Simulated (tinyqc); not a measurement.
Band edges of strained Si(1-x)Ge(x) on relaxed Si(1-y)Ge(y), step by step. Values are carried at full precision from step to step, so a last printed digit may differ when a step is redone from the rounded ones.

Values are linear in the Ge fraction but for ED(x) = linear - CD x (1 - x) and a(x) = linear - Ca x (1 - x). Energies are on the common scale of Ev.

Parameters, chosen for this exercise (end members near Si and Ge, in this order; shifted at random, so the results belong to these values and not to a real crystal):

| symbol | value | unit | meaning |
|---|---|---|---|
| a | (5.434, 5.655) | angstrom | lattice constant |
| Dso | (0.044, 0.29) | eV | spin-orbit splitting |
| av | (2.43, 1.24) | eV | valence hydrostatic potential |
| b | (-2.13, -2.53) | eV | tetragonal shear potential |
| d | (-4.78, -5.32) | eV | trigonal shear potential |
| C11 | (167.4, 128.2) | GPa |  |
| C12 | (63.7, 47.8) | GPa |  |
| C44 | (80.3, 66.1) | GPa |  |
| Ev | (0, 0.73) | eV | top of the unstrained valence band |
| ED | (1.147, 0.916) | eV | gap to the Delta valleys |
| EL | (2.011, 0.736) | eV | gap to the L valleys |
| aD | (1.63, 1.42) | eV | hydrostatic potential of the Delta gap |
| aL | (-3.39, -2.53) | eV | hydrostatic potential of the L gap |
| XuD | (9.23, 9.25) | eV | uniaxial potential, Delta |
| XuL | (16.1, 15.01) | eV | uniaxial potential, L |
| CD | 0.181 | eV | bowing of the Delta gap |
| Ca | 0 | angstrom | bowing of the lattice constant |
| x | 0 |  | Ge fraction of the layer |
| y | 0.15 |  | Ge fraction of the relaxed buffer |
| face | 110 |  | growth face |

## Values of the layer and the buffer

Interpolate at x and at y.

Interpolated values (a in angstrom, C11, C12, C44 in GPa, all else in eV):

| symbol | layer | buffer |
|---|---|---|
| a | 5.43400 | 5.46715 |
| Dso | 0.04400 | 0.08090 |
| av | 2.43000 | 2.25150 |
| b | -2.13000 | -2.19000 |
| d | -4.78000 | -4.86100 |
| C11 | 167.40000 | 161.52000 |
| C12 | 63.70000 | 61.31500 |
| C44 | 80.30000 | 78.17000 |
| Ev | 0.00000 | 0.10950 |
| ED | 1.14700 | 1.08927 |
| EL | 2.01100 | 1.81975 |
| aD | 1.63000 | 1.59850 |
| aL | -3.39000 | -3.26100 |
| XuD | 9.23000 | 9.23300 |
| XuL | 16.10000 | 15.93650 |

## Strain of the layer on a (110) buffer

Coherent growth on a (110) face: e_par = (a(y) - a(x))/a(x), e_perp = -(C11 + 3 C12 - 2 C44)/(C11 + C12 + 2 C44) e_par; exx = eyy = (e_par + e_perp)/2, ezz = e_par, exy = (e_perp - e_par)/2, eyz = ezx = 0.

Use the elastic constants of the layer.

e_par = 0.006100
e_perp = -0.003082

strain tensor in the cubic axes:
```
           x          y         z
x   0.001509  -0.004591  0.000000
y  -0.004591   0.001509  0.000000
z   0.000000   0.000000  0.006100
```

The layer is under tension in the plane; its volume changes by +0.912 %.

## Conduction valleys of the layer

A valley with unit axis u lies at Ev + gap + (av + a_valley) tr(e) + Xu (u.e.u - tr(e)/3); the Delta axes are x, y, z and the L axes [111], [1-1-1], [-11-1], [-1-11]. The second-order shift of the Delta valleys under shear is left out; it lowers the pair normal to the sheared plane by tens of meV at a shear of 1 %.

Give the hydrostatic shifts, the uniaxial shifts and the edges.

hydrostatic shifts of Delta and L (eV): 0.0370  -0.0088

uniaxial shifts (eV): Delta x -0.0141, Delta y -0.0141, Delta z 0.0283, L [111] -0.0493, L [1-1-1] 0.0493, L [-11-1] 0.0493, L [-1-11] -0.0493

valley edges (eV): Delta x 1.1699, Delta y 1.1699, Delta z 1.2123, L [111] 1.9530, L [1-1-1] 2.0515, L [-11-1] 2.0515, L [-1-11] 1.9530

The lowest set is Delta4 (the digit counts whole valleys) at 1.1699 eV; the Delta valleys spread over 42 meV and the L valleys over 99 meV.

## Valence edges of the layer

Valence edges: Ev plus the levels of the 6 x 6 matrix of X, Y, Z times spin with -Dso/3 + l exx + m (eyy + ezz) on the diagonal (cyclic), n exy off it, l = av + 2 b, m = av - b, n = sqrt(3) d. Spin-orbit term (Dso/3) L.sigma on X, Y, Z with (L_k)_ij = -i epsilon_kij: <X+|H|Y+> = -i Dso/3, <X+|H|Z-> = Dso/3, <Y+|H|Z-> = -i Dso/3, <Z+|H|X-> = -Dso/3, <Z+|H|Y-> = i Dso/3, <X-|H|Y-> = i Dso/3, and their conjugates; + and - are the spin along z.

Give the strain block and the three twofold edges.

strain block (eV), lower triangle:
```
        X       Y       Z
X  0.0319
Y  0.0380  0.0319
Z       0       0  0.0026
```

edges from the top (eV): 0.0600  -0.0012  -0.0363

The top two edges are split by 61 meV.

## Gap and offsets against the buffer

Buffer: Ev(y) and Ec = Ev(y) + min(ED, EL). dEc = Ec(buffer) - Ec(layer), dEv = Ev(layer) - Ev(buffer); positive values confine the carrier in the layer; type I if both have one sign.

gap of the strained layer = 1.1099 eV
gap of the buffer = 1.0893 eV
dEc = 0.0289 eV
dEv = -0.0495 eV

Type II: electrons collect in the layer (29 meV) and holes in the buffer (49 meV). The relaxed layer would have a gap of 1.147 eV, so strain has moved it by -37 meV. An offset this small is within the spread of published parameter sets, so the type is not settled by this model.

## Checks

- Mean of the three Delta edges against the hydrostatic shift alone (eV): both 1.18402.

tinyqc: `OMP_NUM_THREADS=1 python tinyqc.py 1080218 1080219 out.jsonl`; about 0.01 s, one thread, shared Intel(R) Xeon(R) Processor @ 2.30GHz.
